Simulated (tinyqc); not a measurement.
Bandgap voltage reference from two bipolar transistors: two steps of the calculation.

Two transistors of area 1 and N carry the same current I. Is(T) = Is (T/T0)^eta exp[(Vg0 q/kB)(1/T0 - 1/T)], VBE1 = Vt ln(I/Is(T)) + I rb, VBE2 = Vt ln(I/(N Is(T))) + I rb/N. The amplifier forces I R1(T) = VBE1 - VBE2 + Vos, with R(T) = R (1 + tc (T - T0)) for both resistors, and the output is Vref = VBE1 + I R2(T). Base currents and the Early effect are neglected.

Values chosen for this exercise; values of the order met in silicon bipolar transistors: reference temperature T0 = 298 K; band-gap voltage extrapolated to 0 K Vg0 = 1.195 V; temperature exponent of the saturation current eta = 3.2; saturation current of the unit transistor at T0 Is = 6.1e-18 A; area ratio of the second transistor N = 10; resistor across which the difference of VBE falls, at T0 R1 = 5.1 kohm; temperature coefficient of both resistors tc = 0 ppm/K; offset of the amplifier Vos = 0 mV; series resistance of the unit transistor rb = 17 ohm; output resistor at T0 R2 = 46.52 kohm; temperature T = 398 K.

Constants: q = 1.602176634e-19 C, kB = 1.380649e-23 J/K. Results are converted to the units shown.

Question 1. Operating point at another temperature. Vt = kB T/q; I = (Vt ln N + Vos)/(R1(T) - rb (1 - 1/N)).

Find: Vt; I; Is(T); VBE1; I R2; Vref.

Answer 1.

Vt = 0.03430 V
I = 15.53 uA
Is(T) = 1.842e-12 A
VBE1 = 0.5472 V
I R2 = 0.7225 V
Vref = 1.270 V

From T0 to T, VBE1 changes by -179 mV and I R2 by 182 mV, which leaves 2.43 mV in Vref.

Question 2. Resistor for zero slope at T0, ideal case. With tc = 0, Vos = 0 and rb = 0 the current is proportional to T, dVBE/dT = (VBE - Vg0 - (eta - 1) Vt)/T, and Vref has zero slope at T0 when Vref = Vg0 + (eta - 1) Vt0. Find VBE1, its slope, that Vref, R2/R1 and the curvature d2Vref/dT2 = -(eta - 1) kB/(q T0).

Find: VBE1; dVBE/dT; Vref; R2/R1; curvature.

Answer 2.

VBE1 = 0.7260 V
dVBE/dT = -1.763 mV/K
Vref = 1.251 V
R2/R1 = 8.886
curvature = -0.6362 uV/K^2

Computed by the program tinyqc: `OMP_NUM_THREADS=1 python tinyqc.py 2062188 2062189 out.jsonl`, one thread of a shared Intel Xeon 2.30GHz, about 0.03 s for the whole run.
